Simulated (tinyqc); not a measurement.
Leakage currents through a thin dielectric: one step, computed by the program tinyqc.

Electrons leave an electrode with Fermi energy E_F above its band bottom; barriers are counted from the Fermi level, and both electrodes are alike.

Problem. Thermal currents. Schottky emission J = A T^2 exp(-(phi_B - sqrt(e^3 F/(4 pi k_o eps_0)))/k_B T), A = 4 pi e m k_B^2/h^3 with the tunnelling mass; Poole-Frenkel J = sigma_0 F exp(-(phi_t - sqrt(e^3 F/(pi k_o eps_0)))/k_B T); both use the field F of the dielectric.

Inputs (values chosen for the exercise, modelled on HfO2):

| quantity | value | unit |
|---|---|---|
| barrier height phi_B | 1.62 | eV |
| tunnelling mass m | 0.2 | m_0 |
| optical permittivity k_o | 4 | - |
| trap depth phi_t | 1 | eV |
| Poole-Frenkel prefactor sigma_0 | 2.3e-08 | S/cm |
| temperature T | 398 | K |

Stack: single layer.

field F = 3.846154 MV/cm

Constants: e = 1.602176634e-19 C; eps_0 = 8.8541878128e-12 F/m; k_B = 8.617333262e-05 eV/K; m_0 = 9.1093837015e-31 kg; k_B = 1.380649e-23 J/K; h = 6.62607015e-34 J s.

Give: Schottky lowering; Poole-Frenkel lowering; Schottky current density; Poole-Frenkel current density.

Solution.

Schottky lowering = 0.37210 eV

Poole-Frenkel lowering = 0.74420 eV

Schottky current density = 6.0082e-10 A/cm^2

Poole-Frenkel current density = 5.1005e-05 A/cm^2

The Poole-Frenkel lowering is twice the Schottky one, because the charge of a trap is fixed while an image charge moves with the electron.
